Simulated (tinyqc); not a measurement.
Out-diffusion of a doped substrate or buried layer into a growing epitaxial film: one step, computed by the program tinyqc. Command: `OMP_NUM_THREADS=1 python tinyqc.py 3018917 3018918 out.jsonl buried walk`. One thread of a shared host (Intel(R) Xeon(R) Processor @ 2.30GHz), about 0.01 s of CPU time with the checks.

x is counted from the original substrate surface into the film, whose surface moves as x = v t. Substrate dopant has one diffusivity; the dopant of the film is taken as uniform.

Problem. Moving boundary against the simple erfc. For a surface that grows from dopant-free material and loses none by evaporation, with u = x/l and s = G - u: C/C_s = (1/2) [erfc(u) + (1 + 4 G (G + s)) exp(4 G s) erfc(G + s) - (4G/sqrt(pi)) exp(-u^2)]; for large G it tends to (1/2) erfc(u). Early in the growth G = sqrt(v x_s/(4 D)) for the thickness x_s reached so far; rows give C at the interface (u = 0) and at the surface (u = G).

Inputs (values chosen for the exercise, modelled on antimony in silicon): substrate concentration C_s = 3.1e+19 1/cm^3; growth rate v = 0.17 um/min; growth temperature T = 1075 C.

Film doping: same type as the substrate.

diffusivity D = 1.239147e-14 cm^2/s

Give: The first stage of growth.

Solution.

The first stage of growth:
```
G     C/C_s at the interface  C at the surface (1/cm^3)  simple erfc there (1/cm^3)  ratio  thickness x_s (nm)
0.10                  0.8240                  2.460e+19                   1.376e+19  1.788           1.749e-02
0.25                  0.6797                  1.702e+19                   1.122e+19  1.518           1.093e-01
0.50                  0.5772                  8.676e+18                   7.432e+18  1.167           4.373e-01
0.75                  0.5381                  4.079e+18                   4.477e+18  0.911           9.840e-01
1.00                  0.5209                  1.760e+18                   2.438e+18  0.722           1.749e+00
1.50                  0.5079                  2.488e+17                   5.254e+17  0.474           3.936e+00
2.00                  0.5037                  2.373e+16                   7.250e+16  0.327           6.998e+00
2.50                  0.5020                  1.492e+15                   6.308e+15  0.237           1.093e+01
3.00                  0.5012                  6.077e+13                   3.424e+14  0.177           1.574e+01
```

Caution: rows with a thickness or a length l = x_s/G below about 1 nm are formal for a continuum model.
